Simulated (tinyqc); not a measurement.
A transmission-line measurement read back: specific resistance of a metal-semiconductor contact and its transmission-line measurement. Computed by tinyqc, a small Python program. Command: `OMP_NUM_THREADS=1 python tinyqc.py 3015002 3015003 out.jsonl contact walk`. One thread of a shared host (Intel(R) Xeon(R) Processor @ 2.30GHz), about 0.01 s of CPU time with the checks.

The barrier is parabolic (depletion approximation), energies E are normal energies counted from the band edge in the neutral semiconductor (downwards for holes), and the bias is zero. xi is an input, held fixed when other inputs move.

Inputs (values chosen for the exercise, modelled on n-type silicon):
```
quantity                                           value          unit
tunnelling mass m                                   0.32           m_0
permittivity eps                                    11.7             -
Richardson constant A*                               109  A/(cm^2 K^2)
barrier height phi_B                                0.77            eV
doping N                                         5.9e+19        1/cm^3
Fermi level above the band edge in the bulk, xi    0.014            eV
temperature T                                        500             K
sheet resistance R_sh                               1100           ohm
contact length d                                   0.023    micrometre
contact width W                                     0.17    micrometre
```

Image-force lowering: left out.

Constants: hbar = 1.054571817e-34 J s; eps_0 = 8.8541878128e-12 F/m; m_0 = 9.1093837015e-31 kg; k_B = 8.617333262e-05 eV/K; e = 1.602176634e-19 C.

Method:
- E_00 = (e hbar/2) sqrt(N/(eps eps_0 m)); band bending E_b = phi_B + xi; depletion width w = sqrt(2 eps eps_0 E_b/(e^2 N)).
- WKB transmission for E < E_b, with a = E/E_b: D = exp{-(E_b/E_00) [sqrt(1 - a) - a ln((1 + sqrt(1 - a))/sqrt(a))]}; D = 1 above.
- At zero bias 1/rho_c = (e A*/k_B^2) int D(E) f(E) dE, f = 1/(1 + exp((E - xi)/k_B T)); 200 Gauss-Legendre points from 0 to E_b, and k_B T ln(1 + exp((xi - E_b)/k_B T)) for the part above the barrier; the share of tunnelling is the part below.
- Transmission-line model: transfer length L_T = sqrt(rho_c/R_sh); R_c = (R_sh L_T/W) coth(d/L_T). Limits: rho_c/(W d) for d << L_T, sqrt(rho_c R_sh)/W for d >> L_T.
- Transmission-line model: transfer length L_T = sqrt(rho_c/R_sh); R_c = (R_sh L_T/W) coth(d/L_T). Two contacts a gap s apart give R = 2 R_c + R_sh s/W. A straight-line fit gives R_sh from the slope and R_c from the intercept; the simple reading takes L_x = R_c W/R_sh as the transfer length and rho_c = R_sh L_x^2.

R_c W = 19726.2 ohm micrometre

contact resistance R_c = 116036 ohm

specific contact resistance rho_c = 4.53508e-06 ohm cm^2

Resistances:
```
gap s (micrometre)     R (ohm)
18                  3.4854e+05
36                  4.6501e+05
72                  6.9795e+05
140                 1.1380e+06
290                 2.1085e+06
```

L_x = 17.933 micrometre

rho_c by the simple reading = 0.0035375 ohm cm^2

simple reading over true value = 780.02

What does the comparison show, and why?

The simple reading is 780 times too high, the factor coth^2(d/L_T): it holds only for d above about 2 L_T.
